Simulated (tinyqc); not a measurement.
Tight binding, honeycomb lattice, step by step. Computed by tinyqc, a small Python program that keeps every step. Settings: t1 = 1.69, t2 = 0.18, phi = 2.17, delta = 0, points = 5. Command: `OMP_NUM_THREADS=1 python tinyqc.py 28917 28918 out.jsonl` (the two numbers bound the seeds that draw the settings). One thread of a shared host (Intel(R) Xeon(R) Processor @ 2.60GHz), about 0.01 s of CPU time with the checks.

## Bloch Hamiltonian at k

Parameters chosen for this model:

| parameter | value | unit |
|---|---|---|
| t1 | 1.690000 | eV, nearest |
| t2 | 0.180000 | eV, second neighbours |
| phi | 2.170000 | rad, phase of t2 (Haldane) |
| delta | 0 | eV, +/- on A and B |

k point k (fractions of the reciprocal vectors): -0.27000  0.42000

H_AB = -t1 (1 + exp(-i k.a1) + exp(-i k.a2)); H_AA = delta - 2 t2 sum cos(k.b + phi), H_BB = -delta - 2 t2 sum cos(k.b - phi), b = a1, a2 - a1, -a2.

H(k) at k (eV):
```
                  A                 B
A          -0.99267  0.00277-0.86251i
B  0.00277+0.86251i           0.43645
```

## Levels at k

Diagonalise the Hermitian matrix.

eigenvalues (eV): -1.39817  0.84195

weights |c|^2 of the basis functions:
```
    band 1   band 2
A  0.81898  0.18102
B  0.18102  0.81898
```

## Bloch Hamiltonian at K

k point K (fractions of the reciprocal vectors): 0.33333  0.66667

As before.

H(k) at K (eV):
```
         A         B
A  0.46781   0.00000
B  0.00000  -1.07691
```

## Levels at K

As before.

eigenvalues (eV): -1.07691  0.46781

weights |c|^2 of the basis functions:
```
    band 1   band 2
A  0.00000  1.00000
B  1.00000  0.00000
```

## Bands along a path

The same steps at evenly spaced points between the labelled ones.

Bands along the path (eV):

| k | band 1 | band 2 |
|---|---|---|
| G | -4.46090 | 5.67910 |
| G-K 0.25 | -4.16415 | 5.07052 |
| G-K 0.50 | -3.28827 | 3.49131 |
| G-K 0.75 | -1.99457 | 1.58850 |
| K | -1.07691 | 0.46781 |
| K-M 0.25 | -1.28969 | 0.71543 |
| K-M 0.50 | -1.60599 | 1.10569 |
| K-M 0.75 | -1.82002 | 1.38722 |
| M | -1.89303 | 1.48697 |
| M-K' 0.25 | -1.82002 | 1.38722 |
| M-K' 0.50 | -1.60599 | 1.10569 |
| M-K' 0.75 | -1.28969 | 0.71543 |
| K' | -1.07691 | 0.46781 |

With 1 band(s) filled, the highest filled level on these points lies at K and the lowest empty one at K: a gap of 1.5447 eV, direct.

## Chern number of the lower band

On a 5 x 5 mesh, the phase of the product of overlaps around each plaquette (k1 then k2); the sum over 2 pi is an integer.

plaquette phases (rad):
```
          1         2         3         4         5
1   0.00000  -0.01590  -0.24813   0.04184   0.02813
2  -0.01590  -0.08807  -0.70235  -0.89856   0.04184
3  -0.24813  -0.70235  -0.66801  -0.70235  -0.24813
4   0.04184  -0.89856  -0.70235  -0.08807  -0.01590
5   0.02813   0.04184  -0.24813  -0.01590   0.00000
```

Chern number = -1.00000
